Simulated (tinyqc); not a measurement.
Strain-driven roughening and islands of a mismatched epitaxial film: one step, computed by the program tinyqc. Command: `OMP_NUM_THREADS=1 python tinyqc.py 3022135 3022136 out.jsonl island walk`. One thread of a shared host (Intel(R) Xeon(R) Processor @ 2.30GHz), about 0.01 s of CPU time with the checks.

Film and substrate share isotropic elastic constants; the film is coherent and biaxially strained.

Problem. A ripple of given wavelength. A ripple A cos(k x) has the surface chemical potential per volume [gamma k^2 - 2 (1 + nu) w k] A cos(k x), so k_c = 2 (1 + nu) w/gamma. With surface diffusion the amplitude grows at the rate q = B k^2 [2 (1 + nu) w k - gamma k^2], fastest at k_m = (3/4) k_c. B is the surface mobility. Stress at the trough = stress x (1 + 2 k A).

Inputs (values chosen for the exercise, modelled on GaN on AlN):
```
quantity                                     value       unit
Poisson ratio nu                               0.2          -
surface energy gamma                          1.82      J/m^2
surface mobility D_s nu_s Omega^2/(k_B T)  1.7e-34  m^6/(J s)
initial ripple amplitude A0                   0.17         nm
ripple wavelength over the critical one        1.1          -
```

Transport: surface diffusion.

k_c = 0.2711298 1/nm

energy density w = 205.6067 MJ/m^3

growth time 1/q at k_m = 5.670836 s

Give: k; rate q; q over the largest rate; stress concentration at A0.

Solution.

k = 0.2465 1/nm

rate q = 0.1142 1/s

q over the largest rate = 0.6476

stress concentration at A0 = 1.084

The ripple grows.
